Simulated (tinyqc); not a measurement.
A discretised effective-mass wire between two leads, recursive Green functions: effect of the strength of the potential.

Finite differences on a grid of step a give a chain with hopping -t, t = C/(m a^2), C = hbar^2/(2 m0), and site energies 2 t + U_i for the N = 6 sites of the device; the semi-infinite leads have site energy 2 t. Each slice is one site, and V = -t couples neighbouring slices.

Sigma = t^2 g(E - 2 t), g(x) = (x - i sqrt(4 t^2 - x^2))/(2 t^2) for |x| < 2 t and (x - sign(x) sqrt(x^2 - 4 t^2))/(2 t^2) otherwise; Gamma = i (Sigma - Sigma^dagger); both leads give the same. Forward pass: g_1 = (E - H_1 - Sigma)^(-1), g_i = (E - H_i - V g_(i-1) V^dagger)^(-1), with Sigma also subtracted on the last slice; G_(i,1) = g_i V G_(i-1,1), starting from g_1. H_i is the block of slice i, its site energy. T(E) = Tr[Gamma G_(N,1) Gamma G_(N,1)^dagger]. All U are multiplied by the factor sc.

Parameters, values chosen for the exercise:

| symbol | value | unit | meaning |
|---|---|---|---|
| m | 0.26 | m0 | effective mass |
| a | 0.19 | nm | grid step |
| U | [0, 3, 3, 0, 0, 0] | eV | potential on the sites 1 to N |
| E | 3.385 | eV | energy above the band bottom of the leads |

Constants: q = 1.602176634e-19 C, hbar = 1.054571817e-34 J s, m0 = 9.1093837015e-31 kg, hbar^2/(2 m0) = 0.0380998212 eV nm^2. Results are converted to the units shown.

Effect of the strength of the potential:
```
sc,T(E),"reflection, modes - T(E)"
0,1.0000,0
0.38,0.94114,0.058862
0.75,0.74381,0.25619
1.12,0.49221,0.50779
1.5,0.29339,0.70661
1.88,0.17315,0.82685
2.25,0.10659,0.89341
2.62,0.068173,0.93183
3,0.044818,0.95518
```

T(E) falls from 1.00 to 0.0448. At sc = 0 the device equals the leads and transmits all 1 open mode(s). Between the first two non-zero rows the reflection goes as sc^(2.16); weak scattering gives sc^2. In every row E exceeds 0.6 t, where the lattice band lies more than 5 % below the parabola at the same k, so the grid is coarse for a continuum model.

tinyqc, about 0.03 s, one thread, Intel Xeon 2.30GHz (shared host): `OMP_NUM_THREADS=1 python tinyqc.py 2660108 2660109 out.jsonl`
